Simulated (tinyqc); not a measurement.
Schottky barrier on an n-type semiconductor, non-linear Poisson equation by Newton steps: one step of the calculation.

One dimension, metal at x = 0, donor density C(x) = Nd, uniform. Energies are counted from the electron Fermi level of the semiconductor and the conduction-band edge is Ec = -psi, so n = Nc exp(psi/Vt); holes follow the Fermi level of the metal, at -V, so p = Nv exp((V - psi - Eg)/Vt). Ends: psi(0) = V - phiB and psi = Vt ln(Nd/Nc) deep inside. Boltzmann statistics, full ionisation, no current, no image force in the Poisson equation.

Task. Newton step. Solve the tridiagonal system a_(i-1) d_(i-1) + b_i d_i + a_i d_(i+1) = -F_i for nodes 1 to 12, with d = 0 on fixed nodes. The full step is added.

Values chosen for this exercise:
```
symbol,value,unit,meaning
T,450,K,temperature
```

Constants: q = 1.602176634e-19 C, kB = 1.380649e-23 J/K, Vt = kB T/q. Results are converted to the units shown.

| interval | coupling a_i (F/cm^2) |
|---|---|
| 0 | 2.3653330e-6 |
| 1 | 1.9525155e-6 |
| 2 | 1.6043926e-6 |
| 3 | 1.3352686e-6 |
| 4 | 1.0892981e-6 |
| 5 | 9.0974347e-7 |
| 6 | 7.4582573e-7 |
| 7 | 6.1781087e-7 |
| 8 | 5.0789360e-7 |
| 9 | 4.1811442e-7 |
| 10 | 3.5079092e-7 |
| 11 | 2.8547123e-7 |
| 12 | 2.3653330e-7 |

| node | diagonal b (F/cm^2) | residual F (C/cm^2) |
|---|---|---|
| 1 | -4.3178485e-6 | ~0 |
| 2 | -3.5569080e-6 | ~0 |
| 3 | -2.9396612e-6 | ~0 |
| 4 | -2.4245668e-6 | ~0 |
| 5 | -1.9990416e-6 | ~0 |
| 6 | -1.6555692e-6 | ~0 |
| 7 | -1.3636366e-6 | -1.4863259e-15 |
| 8 | -1.1268293e-6 | -4.3619417e-11 |
| 9 | -2.0616423e-6 | -2.5477813e-8 |
| 10 | -4.8931323e-6 | -1.7924516e-8 |
| 11 | -5.6347492e-6 | ~0 |
| 12 | -6.6038139e-6 | ~0 |

| node | psi at the start (V) |
|---|---|
| 0 | -3.4100000 |
| 1 | -3.1462007 |
| 2 | -2.8412344 |
| 3 | -2.4916864 |
| 4 | -2.1030376 |
| 5 | -1.6733136 |
| 6 | -1.2264207 |
| 7 | -0.7811146 |
| 8 | -0.3896710 |
| 9 | -0.1289994 |
| 10 | -0.0861295 |
| 11 | -0.0861295 |
| 12 | -0.0861295 |
| 13 | -0.0861295 |

Wanted: Newton step d; psi after iteration 1.

Result.

| node | Newton step d (V) |
|---|---|
| 1 | -0.00076 |
| 2 | -0.00169 |
| 3 | -0.00281 |
| 4 | -0.00416 |
| 5 | -0.00582 |
| 6 | -0.00780 |
| 7 | -0.01022 |
| 8 | -0.01314 |
| 9 | -0.01663 |
| 10 | -0.00511 |
| 11 | -0.00032 |
| 12 | -0.00001 |

| node | psi after iteration 1 (V) |
|---|---|
| 0 | -3.410 |
| 1 | -3.147 |
| 2 | -2.843 |
| 3 | -2.494 |
| 4 | -2.107 |
| 5 | -1.679 |
| 6 | -1.234 |
| 7 | -0.791 |
| 8 | -0.403 |
| 9 | -0.146 |
| 10 | -0.091 |
| 11 | -0.086 |
| 12 | -0.086 |
| 13 | -0.086 |

Computed by the program tinyqc: `OMP_NUM_THREADS=1 python tinyqc.py 2020076 2020077 out.jsonl`, one thread of a shared Intel Xeon 2.30GHz, about 0.03 s for the whole run.

~0 in a residual or rate marks an entry under 1e-11 of the largest of its column.
